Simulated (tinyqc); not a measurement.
Inputs raised by 5 %, one at a time: cluster expansion of a binary alloy: correlations, fit, cross-validation and ground states. Computed by tinyqc, a small Python program. Command: `OMP_NUM_THREADS=1 python tinyqc.py 3028771 3028772 out.jsonl clex sens`. One thread of a shared host (Intel(R) Xeon(R) Processor @ 2.30GHz), about 0.08 s of CPU time with the checks.

s = +1 for A and -1 for B. Energy per site E = J0 + J1 P(point) + sum over clusters of m V P, with P the mean product of spins; V > 0 on a pair favours unlike neighbours. Clusters per site m: pair 1 2, pair 2 2, pair 3 2, triplet 4; the triplet is two first-neighbour bonds at a right angle. Formation energies are counted from the line between pure A and pure B, which removes J0 and J1.

Inputs (values chosen for the exercise, for a model alloy):

| quantity | value | unit |
|---|---|---|
| first-pair interaction V1 | 38.9 | meV |
| second-pair interaction V2 | 18 | meV |
| third-pair interaction V3 | 3.2 | meV |
| triplet interaction Vt | 5 | meV |
| noise amplitude | 14 | meV/site |
| temperature T | 4000 | K |
| fraction x of B | 0.19 | - |

Lattice: square.

correlations P, counted on periodic cells:
```
                       point     pair 1     pair 2     pair 3    triplet
A                   1.000000   1.000000   1.000000   1.000000   1.000000
A3B p(2x2)          0.500000   0.000000   0.000000   1.000000  -0.500000
A3B c(4x2)          0.500000   0.000000   0.000000   0.500000  -0.500000
A2B diagonal rows   0.333333  -0.333333   0.333333  -0.333333  -0.333333
A2B rows            0.333333   0.333333  -0.333333   0.333333   0.333333
AB c(2x2)           0.000000  -1.000000   1.000000   1.000000   0.000000
AB p(2x1)           0.000000   0.000000  -1.000000   1.000000   0.000000
A2B2 rows           0.000000   0.500000   0.000000   0.000000   0.000000
AB2 diagonal rows  -0.333333  -0.333333   0.333333  -0.333333   0.333333
AB2 rows           -0.333333   0.333333  -0.333333   0.333333  -0.333333
AB3 p(2x2)         -0.500000   0.000000   0.000000   1.000000   0.500000
AB3 c(4x2)         -0.500000   0.000000   0.000000   0.500000   0.500000
B                  -1.000000   1.000000   1.000000   1.000000  -1.000000
```

standard normal numbers for the noise (0 for the pure ends): A 0.000, A3B p(2x2) 1.565, A3B c(4x2) -0.939, A2B diagonal rows -0.987, A2B rows 0.080, AB c(2x2) 0.322, AB p(2x1) 0.299, A2B2 rows 1.650, AB2 diagonal rows 0.468, AB2 rows 0.879, AB3 p(2x2) 0.132, AB3 c(4x2) 0.258, B 0.000

Constants: k_B = 8.617333262e-05 eV/K.

Method:
- Design matrix of formation energies: m (P - 1) for pairs and m (P(triplet) - P(point)) for the triplet; x = (1 - P(point))/2.
- Exact: X V with V = (V1, V2, V3, Vt). The data to fit add the noise amplitude times the normal numbers, standing for what the clusters leave out.
- Leave out pair 3: A = X^T X and b = X^T E (E being the data with noise) over these three columns; solve A V = b. The root-mean-square error runs over the structures between the pure ends.
- Height above the hull = E less the lowest straight line between two structures that bracket x (or the lowest structure at the same x). The three-term fit is X V with the fitted values.
- Random alloy: P(pair) = p^2, P(triplet) = p^3, p = 1 - 2x, so H_mix = (p^2 - 1) sum m V(pairs) + (p^3 - p) m Vt; G_mix = H_mix + k_B T [x ln x + (1 - x) ln(1 - x)]. To first order in 1/T the Warren-Cowley parameter of shell 1 is alpha_1 = -(1 - p^2) V_eff/(k_B T), V_eff = V1 + (number of triplets on a first-neighbour bond) p Vt, that number being 4.

Runs:

| input moved | from | to | mixing enthalpy H_mix (meV/site) | alpha_1 | root-mean-square error of the three-cluster fit (meV/site) | lowest exact formation energy (meV/site) |
|---|---|---|---|---|---|---|
| base run | - | - | -81.63 | -0.09162 | 11.82 | -155.60 |
| first-pair interaction V1 (meV) | 38.9 | 40.845 | -84.02 | -0.09509 | 11.82 | -163.38 |
| second-pair interaction V2 (meV) | 18 | 18.9 | -82.74 | -0.09162 | 11.82 | -155.60 |
| third-pair interaction V3 (meV) | 3.2 | 3.36 | -81.83 | -0.09162 | 11.88 | -155.60 |
| triplet interaction Vt (meV) | 5 | 5.25 | -82.01 | -0.09273 | 11.82 | -155.60 |
| noise amplitude (meV/site) | 14 | 14.7 | -81.63 | -0.09162 | 12.35 | -155.60 |
| fraction x of B | 0.19 | 0.1995 | -84.46 | -0.09437 | 11.82 | -155.60 |
| temperature T (K) | 4000 | 4200 | -81.63 | -0.08726 | 11.82 | -155.60 |

Exponents ln(y'/y) / ln(x'/x):

| input | mixing enthalpy H_mix | alpha_1 | root-mean-square error of the three-cluster fit | lowest exact formation energy |
|---|---|---|---|---|
| first-pair interaction V1 | 0.593 | 0.763 | 0.000 | 1 |
| second-pair interaction V2 | 0.276 | 0.000 | 0.000 | 0 |
| third-pair interaction V3 | 0.049 | 0.000 | 0.109 | 0 |
| triplet interaction Vt | 0.096 | 0.246 | 0.000 | 0 |
| noise amplitude | 0.000 | 0.000 | 0.900 | 0 |
| fraction x of B | 0.699 | 0.606 | 0.000 | 0 |
| temperature T | 0.000 | -1.000 | 0.000 | 0 |

To which inputs is each result most sensitive?

Among the inputs moved here: mixing enthalpy H_mix answers most in size to fraction x of B (exponent +0.699), next to first-pair interaction V1 (+0.593); its exponent is below 0.0005 for noise amplitude, temperature T. alpha_1 answers most in size to temperature T (exponent -1.000), next to first-pair interaction V1 (+0.763); its exponent is below 0.0005 for second-pair interaction V2, third-pair interaction V3, noise amplitude. Its exponent -1.000 in temperature T: first order in 1/T. root-mean-square error of the three-cluster fit answers most in size to noise amplitude (exponent +0.900), next to third-pair interaction V3 (+0.109); its exponent is below 0.0005 for first-pair interaction V1, second-pair interaction V2, triplet interaction Vt, fraction x of B, temperature T. lowest exact formation energy answers most in size to first-pair interaction V1 (exponent +1.000); its exponent is below 0.0005 for second-pair interaction V2, third-pair interaction V3, triplet interaction Vt, noise amplitude, fraction x of B, temperature T.

Extremes, crossings and ranges named in words are read from the listed rows.
